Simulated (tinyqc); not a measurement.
Heavy doping: gap narrowing, degeneracy and the minority density: one step. Two estimates of the size.

F_j(eta) = (1/Gamma(j + 1)) integral_0^infinity x^j dx/(1 + exp(x - eta)), which tends to exp(eta) for eta << 0.

Two physical estimates, e2 = e^2/(4 pi eps0), N in 1/angstrom^3: exchange shift at the Fermi level, Ex = (e2/eps) kF/pi with kF = (3 pi^2 N/Mv)^(1/3); screened-pair energy (Lanyon-Tuft), Es = (3/4)(e2/eps) qs with qs^2 = (4 pi e2 N/(eps kT)) F_-1/2(eta)/F_1/2(eta).

Constants: e^2/(4 pi eps0) = 14.39964547 eV angstrom; kB = 8.617333262e-05 eV/K.

Inputs chosen for the exercise (gap and densities of states near those of Si at this temperature; narrowing constants near the fits for Si; shifted at random, so the results belong to these values and not to a real crystal): N = 5.5e+18 1/cm^3 (ionised donors, equal to the majority density); eps = 11.6 (dielectric constant); Mv = 6 (majority valleys); T = 450 K.

eta = -2.176720
dEg (empirical fit) = 50.4748 meV

Problem. Evaluate both at N.

Give: kF; Ex; Es.

Solution.

kF = 0.03005 1/angstrom
Ex = 11.87 meV
Es = 42.97 meV

Against the fitted dEg = 50.5 meV, Ex is 0.24 and Es 0.85 times as large; each keeps one mechanism only, and Ex assumes a strongly degenerate gas, while here eta is only -2.18.

(tinyqc, `OMP_NUM_THREADS=1 python tinyqc.py 1651509 1651510 out.jsonl`, Intel(R) Xeon(R) Processor @ 2.30GHz, 1 thread, shared host, about 0.01 s.)
